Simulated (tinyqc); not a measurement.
# Worked calculation: nanowire ballistic transistor, top-of-the-barrier model

tinyqc, about 0.05 s, one thread, Intel Xeon 2.30GHz (shared host): `OMP_NUM_THREADS=1 python tinyqc.py 2400136 2400137 out.jsonl` Printed values are rounded.

At the top of the source barrier, states moving towards the drain are filled by the source (Fermi level 0) and states moving back by the drain (Fermi level -q Vd); nothing scatters. U is the shift of the band edge there, set by the capacitances CG, CD and CS (the total) and by the charge. Parabolic one-dimensional subband; the source is grounded.

Parameters, values chosen for the exercise; mass and valleys close to those of gallium nitride:
```
symbol,value,unit,meaning
T,300,K,temperature
m,0.21,m0,effective mass
gv,1,,valley degeneracy
eox,7.5,,relative permittivity of the gate insulator
tox,1.7,nm,insulator thickness
d,3,nm,wire diameter
aG,0.79,,gate control CG/CS
aD,0.02,,drain control CD/CS
E0,0.28,eV,band edge at the barrier top above the source Fermi level at zero bias
Vg,0.31,V,gate voltage
Vd,0.05,V,drain voltage
```

Constants: q = 1.602176634e-19 C, kB = 1.380649e-23 J/K, hbar = 1.054571817e-34 J s, h = 6.62607015e-34 J s, m0 = 9.1093837015e-31 kg, Vt = kB T/q, eps0 = 8.8541878128e-14 F/cm where lengths are in cm. Results are converted to the units shown.

## Density of states, capacitances and charge at zero bias

N0 = gv sqrt(2 m kB T/pi)/hbar, CG = 2 pi eps0 eox/ln(1 + 2 tox/d), CS = CG/aG, n0 = n at U = 0 and Vd = 0. eta1 = -(E0 + U)/Vt, eta2 = eta1 - Vd/Vt, n = (N0/2)[F_(-1/2)(eta1) + F_(-1/2)(eta2)], F_(-1/2)(x) = (1/sqrt(pi)) int_0^infinity u^(-1/2)/(1 + exp(u - x)) du. UL = -(aG Vg + aD Vd).

N0 = 2.12971e6 cm^-1
CG = 5.50682 pF/cm
CS = 6.97066 pF/cm
n0 = 42.1232 cm^-1
UL = -0.2459 eV

## Iteration 1: self-consistent potential at the barrier top

U at the start (U = UL) = -0.2459 eV

eta1 = -(E0 + U)/Vt, eta2 = eta1 - Vd/Vt, n = (N0/2)[F_(-1/2)(eta1) + F_(-1/2)(eta2)], F_(-1/2)(x) = (1/sqrt(pi)) int_0^infinity u^(-1/2)/(1 + exp(u - x)) du. U(out) = UL + q (n - n0)/CS. Newton step: U(new) = U + (U(out) - U)/(1 + CQ/CS), CQ = (q/Vt) dn/d(eta1) with both F' summed; F' = dF_(-1/2)/dx.

eta1 = -1.31905
eta2 = -3.25313
n = 2.80521e5 cm^-1
U(out) = -0.239453 eV
CQ = 1.50576 pF/cm
U after iteration 1 = -0.240599 eV

## Iteration 2: self-consistent potential at the barrier top

As before.

eta1 = -1.52412
eta2 = -3.45820
n = 2.34367e5 cm^-1
U(out) = -0.240514 eV
CQ = 1.28779 pF/cm
U after iteration 2 = -0.240527 eV

## Course of the iteration: self-consistent potential at the barrier top

Stop when U changes by less than 1e-9 eV, or after 90 iterations.

Course of the iteration:
```
iteration	U (eV)	|change| (eV)
1	-0.240599	5.30e-3
2	-0.240527	7.12e-5
3	-0.240527	1.19e-8
4	-0.240527	< 1e-15
```

Converged in 4 iterations. The change falls from 0.0053 in the first iteration to below the tolerance in the last.

## Current, mean velocity and share of the gate voltage

converged U = -0.240527 eV

N0 = gv sqrt(2 m kB T/pi)/hbar, CG = 2 pi eps0 eox/ln(1 + 2 tox/d), CS = CG/aG, n0 = n at U = 0 and Vd = 0. eta1 = -(E0 + U)/Vt, eta2 = eta1 - Vd/Vt, n = (N0/2)[F_(-1/2)(eta1) + F_(-1/2)(eta2)], F_(-1/2)(x) = (1/sqrt(pi)) int_0^infinity u^(-1/2)/(1 + exp(u - x)) du. I = gv (2 q^2/h) Vt [ln(1 + exp eta1) - ln(1 + exp eta2)]. Mean velocity I/(q n). CQ = (q/Vt) dn/d(eta1); the band edge follows the gate as -dU/dVg = aG/(1 + CQ/CS).

eta1 = -1.52687
n = 2.33795e5 cm^-1
I = 0.331799 uA
mean velocity = 8.85787e6 cm/s
CQ = 1.28502 pF/cm
-dU/dVg = 0.667034 eV/V

The carriers from the source are near degeneracy (eta1 = -1.53), and the mean velocity is 0.754 times vT = sqrt(2 kB T/(pi m)) = 1.17e7 cm/s. The drain fills a good part of the returning states, which lowers the mean.
